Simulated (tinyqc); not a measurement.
# Worked calculation: MOS capacitor on a p-type substrate, surface potential from the exact charge relation

Program tinyqc, `OMP_NUM_THREADS=1 python tinyqc.py 2060116 2060117 out.jsonl`; Intel Xeon 2.30GHz, shared host, one thread, about 0.01 s. Printed values are rounded.

Uniform p-type substrate, Boltzmann statistics, full ionisation, classical densities. psi is the surface potential against the body (positive when the bands bend down) and u = psi/Vt. Traps are spread evenly over the gap and neutral at flat band, so their charge is -q Dit psi; the minority quasi-Fermi level is shifted by Vb.

Parameters, values chosen for the exercise; band and dielectric values close to those of silicon: temperature T = 300 K; band gap Eg = 1.1 eV; relative permittivity eps_r = 11.7; conduction-band density of states at T Nc = 2.76e19 cm^-3; valence-band density of states at T Nv = 2.62e19 cm^-3; electron affinity chi = 4.01 eV; acceptor density of the substrate N = 5.1e15 cm^-3; relative permittivity of the gate insulator (close to silicon dioxide) eox = 3.9; insulator thickness tox = 2.1 nm; gate work function phiM = 4.66 eV; fixed charge at the interface, in units of q Nf = -3.4e10 cm^-2; density of interface traps Dit = 0 cm^-2 eV^-1; reverse bias of the inversion layer against the body Vb = 0.9 V; gate voltage against the body Vg = -0.49 V.

Constants: q = 1.602176634e-19 C, kB = 1.380649e-23 J/K, Vt = kB T/q, eps0 = 8.8541878128e-14 F/cm where lengths are in cm. Results are converted to the units shown.

## Flat band, threshold and scales

ni = sqrt(Nc Nv) exp(-Eg/(2 Vt)), Eg in volts; phiF = Vt ln(N/ni); Cox = eps0 eox/tox; Vfb = phiM - chi - (Eg - Vt ln(Nv/N)) - q Nf/Cox; Q0 = sqrt(2 eps0 eps_r q N Vt); r = (ni/N)^2 exp(-Vb/Vt); VT = Vfb + [(2 phiF + Vb)(1 + q Dit/Cox) + sqrt(2 eps0 eps_r q N (2 phiF + Vb))/Cox].

ni = 1.54886e10 cm^-3
phiF = 0.328441 V
Cox = 1.64435 uF/cm^2
Vfb = -0.225801 V
Q0 = 6.61561 nC/cm^2
r = 7.00727e-27
VT = 1.36230 V

## Starting value

psi = Vg - Vfb, limited to the range from -4 Vt to +(2 phiF + Vb + 4 Vt).

psi at the start = -0.103408 V

## Iteration 1: Newton step for the surface potential

u = psi/Vt; F^2 = exp(-u) + u - 1 + r (exp(u) - u - 1); Qs = -sign(u) Q0 F; Cs = -dQs/dpsi = (Q0/Vt) |1 - exp(-u) + r (exp(u) - 1)|/(2 F). f = Vfb + psi + (q Dit psi - Qs)/Cox - Vg, f' = 1 + (Cs + q Dit)/Cox, psi(new) = psi - f/f'.

u = -4
F = 7.04260
Qs = 46.5910 nC/cm^2
Cs = 0.973784 uF/cm^2
f = 0.132457 V
f' = 1.59220
psi after iteration 1 = -0.186599 V

## Iteration 2: Newton step for the surface potential

As before.

u = -7.21799
F = 36.8174
Qs = 243.570 nC/cm^2
Cs = 4.73593 uF/cm^2
f = -0.0705252 V
f' = 3.88012
psi after iteration 2 = -0.168423 V

## Iteration 3: Newton step for the surface potential

As before.

u = -6.51491
F = 25.8383
Qs = 170.936 nC/cm^2
Cs = 3.33831 uF/cm^2
f = -0.00817747 V
f' = 3.03017
psi after iteration 3 = -0.165725 V

## Course of the Newton iteration

Stop when the step is below 1e-10 V, or after 60 iterations.

Course of the iteration:

| iteration | psi before the step (V) | f (V) | step (V) |
|---|---|---|---|
| 1 | -0.103408 | 0.132 | -0.0832 |
| 2 | -0.186599 | -0.0705 | 0.0182 |
| 3 | -0.168423 | -8.18e-3 | 2.70e-3 |
| 4 | -0.165725 | -1.40e-4 | 4.77e-5 |
| 5 | -0.165677 | -4.20e-8 | 1.44e-8 |
| 6 | -0.165677 | < 1e-13 | < 1e-14 |

Converged in 6 iterations.

## Charges, field and capacitances at the solution

converged psi = -0.165677 V

u = psi/Vt; F^2 = exp(-u) + u - 1 + r (exp(u) - u - 1); Qs = -sign(u) Q0 F; Cs = -dQs/dpsi = (Q0/Vt) |1 - exp(-u) + r (exp(u) - 1)|/(2 F). Low frequency: 1/C_LF = 1/Cox + 1/(Cs + q Dit). High frequency, in the simple estimate in which traps and minority carriers do not follow: 1/C_HF = 1/Cox + 1/Cd, Cd being Cs with r = 0 at the same psi. Minority sheet density N_inv = (Q0/(2 q)) int_0^u r (exp(t) - 1)/F(t) dt for u > 0. Oxide field |Qs - q Dit psi + q Nf|/(eps0 eox).

Qs = 162.005 nC/cm^2
N_inv = 0 cm^-2
oxide field = 0.453379 MV/cm
Cs = 3.16681 uF/cm^2
C_LF/Cox = 0.658222
C_HF/Cox = 0.658222

The surface is in accumulation (borders at |psi| = 0, phiF + Vb and 2 phiF + Vb = 1.56 V).
